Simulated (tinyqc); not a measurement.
Inside a calculation: two electrons on one impurity (helium-like model). Values are carried at full precision from step to step, so a last printed digit may differ when a step is redone from the rounded ones.

Units Ha* = 2 Ry m/eps^2 and a* = a0 eps/m. One electron is bound by Z^2/2. Two electrons in the singlet built from exp(-a r) and exp(-b r): S = 8 (ab)^(3/2)/(a + b)^3, h_aa = a^2/2 - Z a, h_bb alike, h_ab = S (ab/2 - Z (a + b)/2), J = ab (a^2 + 3ab + b^2)/(a + b)^3, K = 20 (ab)^3/(a + b)^5, E = (h_aa + h_bb + 2 S h_ab + J + K)/(1 + S^2). For a = b this is a^2 - 2 Z a + 5a/8. Real double donors are deeper, since the central cell is left out.

Constants: Ry = 13.60569312 eV; a0 (Bohr radius) = 0.5291772105 angstrom.

Inputs chosen for the exercise (near those of impurities in cubic GaN; not measured data):
```
symbol  value         unit  meaning
m       0.203         m0    one mean mass
eps     9.7                 dielectric constant
Z       2                   effective charge (1: D- centre, 2: double donor; other values mimic a central cell)
ab      (2.02, 1.09)  1/a*  trial exponents a, b
```

## Units and equal orbitals

Give Ha*, a*, the best common exponent Z - 5/16, E = -(Z - 5/16)^2, and the binding of the second electron -Z^2/2 - E.

Ha* = 58.709 meV
a* = 25.29 angstrom
exponent = 1.6875
E with equal orbitals = -2.84766 Ha*
binding of the second electron = 49.76 meV

The first electron is bound by 117.4 meV, 2.36 times as much as the second.

## Unequal orbitals

Evaluate the integrals and E.

S, h_aa, h_bb, h_ab, J, K: 0.86891  -1.99980  -1.58595  -1.74573  0.86914  0.73377

E = -2.85845 Ha*

This lies 0.0108 Ha* below the best equal-orbital value -(Z - 5/16)^2.

## The minimum over a and b

Give a, b, E, both binding energies and U, their difference.

a, b (1/a*): 2.183  1.189

E = -2.87566 Ha*

binding of the first and second electron (meV): 117.42  51.41

U = 66.01 meV

Letting one electron stay close and the other roam (decay lengths 12 and 21 angstrom) gains 1.64 meV. The exact value for Z = 2 is -2.90372, 1.65 meV lower.

## Checks

- Minimum for Z = 1 against the known -0.51330: both -0.51330.
- Minimum for Z = 2 against the known -2.87566: both -2.87566.

Run: tinyqc, `OMP_NUM_THREADS=1 python tinyqc.py 1280663 1280664 out.jsonl`; Intel(R) Xeon(R) Processor @ 2.30GHz, one thread, shared host; about 0.04 s of CPU time with all checks.
